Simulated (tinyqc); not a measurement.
Rapid thermal processing of a wafer: radiative balance, ramp and cooling, pattern effects, pyrometer error and spike budget: one step, computed by the program tinyqc. Command: `OMP_NUM_THREADS=1 python tinyqc.py 3111986 3111987 out.jsonl rtp walk`. One thread of a shared host (Intel(R) Xeon(R) Processor @ 2.30GHz), about 0.04 s of CPU time with the checks.

The wafer is opaque and uniform through its thickness unless said otherwise; temperatures in formulas are in kelvin (C + 273.15). sigma = 5.670374419e-12 W/(cm^2 K^4).

Problem. Power to hold and to ramp. Effective emissivity between parallel grey plates: eps_eff = 1/(1/eps + 1/(1 - r) - 1). Loss per area q(T) = 2 eps_eff sigma (T^4 - T_w^4) + h (T - T_w). Absorbed power during a ramp = q(T) + C d x ramp rate; thermal time constant tau = C d/(dq/dT), dq/dT = 8 eps_eff sigma T^3 + h; natural cooling rate q/(C d); front-to-back difference under one-sided heating at the end of the ramp = (absorbed power) d/(2 k).

Inputs (values chosen for the exercise, modelled on a hot silicon wafer):
```
quantity                                              value         unit
wafer thickness d                                       775   micrometre
heat capacity per volume C                             2.03   J/(cm^3 K)
thermal conductivity k                                 0.26     W/(cm K)
emissivity eps of each face                            0.66            -
reflectivity of the chamber walls r                    0.65            -
gas heat-transfer coefficient h, both faces together   0.55  mW/(cm^2 K)
wall temperature T_w                                    500            K
process temperature                                     938            C
ramp rate                                               130          K/s
```

Give: eps_eff; holding power q; power at the end of the ramp; dq/dT; time constant tau; natural cooling rate; front-to-back difference.

Solution.

eps_eff = 0.2965

holding power q = 7.417 W/cm^2

power at the end of the ramp = 27.87 W/cm^2

dq/dT = 24.45 mW/(cm^2 K)

time constant tau = 6.435 s

natural cooling rate = 47.15 K/s

front-to-back difference = 4.154 K

Radiation carries 95 % of the loss. The ramp needs 3.8 times the holding power.
